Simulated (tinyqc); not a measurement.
Hexagonal on-chip spiral inductor, lumped pi model: two steps of the calculation.

Outer diameter do = di + 2 n wd + 2 (n - 1) sp, mean da = (do + di)/2, fill p = (do - di)/(do + di), length l = 3.464 n da. L = 2.33 mu0 n^2 da/(1 + 3.82 p), mu0 = 4 pi 1e-7 H/m. Rs = rho l/(wd delta (1 - exp(-th/delta))), delta = sqrt(rho/(pi f mu0)). Cs = n wd^2 eps0 eo/hu across the coil. At each end Cox = l wd eps0 eo/(2 ho) leads to the substrate branch Rsi = 2 rs he/(l wd) in parallel with Csi = l wd eps0 11.7/(2 he). With one end grounded Y = 1/(Rs + i w L) + i w Cs + 1/[1/(i w Cox) + 1/(1/Rsi + i w Csi)], w = 2 pi f; Q = -Im Y/Re Y. Eddy currents in neighbouring turns and in the substrate are left out.

Values chosen for this exercise; values of the order met in silicon radio-frequency processes: number of turns n = 1.5; line width wd = 15 um; space between turns sp = 2 um; inner diameter di = 100 um; metal thickness th = 3.4 um; metal resistivity rho = 3 uohm cm; oxide below the coil ho = 9.7 um; oxide between coil and underpass hu = 0.8 um; relative permittivity of the oxide eo = 3; substrate resistivity rs = 10 ohm cm; effective spreading depth in the substrate he = 80 um; frequency f = 7 GHz.

Constants: eps0 = 8.8541878128e-12 F/m. Results are converted to the units shown.

Problem 1. Geometry and model elements. do, l, L, delta, Rs, Cs, Cox, Rsi and Csi as defined.

Give: do; l; L; delta; Rs; Cs; Cox; Rsi; Csi.

Solution 1.

do = 147.00 um
l = 641.71 um
L = 0.47114 nH
delta = 1.0419 um
Rs = 1.2808 ohm
Cs = 11.206 fF
Cox = 13.179 fF
Rsi = 1662.2 ohm
Csi = 6.2322 fF

Problem 2. Admittance, quality factor and apparent inductance. Series branch 1/(Rs + i w L), substrate branch, total Y, Q = -Im Y/Re Y, apparent inductance Im(1/Y)/w, metal-only value w L/Rs, share of the loss in the substrate Re(substrate branch)/Re Y.

L = 0.47114268 nH
Rs = 1.2807926 ohm
Cs = 11.206081 fF
Cox = 13.179399 fF
Rsi = 1662.2358 ohm
Csi = 6.2322084 fF

Give: series branch; substrate branch; Y; Q; apparent inductance; w L/Rs; share of the loss in the substrate.

Solution 2.

series branch = 2.97-48.07i mS
substrate branch = 0.1853+0.3167i mS
Y = 3.16-47.26i mS
Q = 14.97
apparent inductance = 0.4789 nH
w L/Rs = 16.18
share of the loss in the substrate = 5.870 %

Q is 92.5 % of the metal-only value.

Program tinyqc, `OMP_NUM_THREADS=1 python tinyqc.py 2302122 2302123 out.jsonl`; Intel Xeon 2.30GHz, shared host, one thread, about 0.01 s.
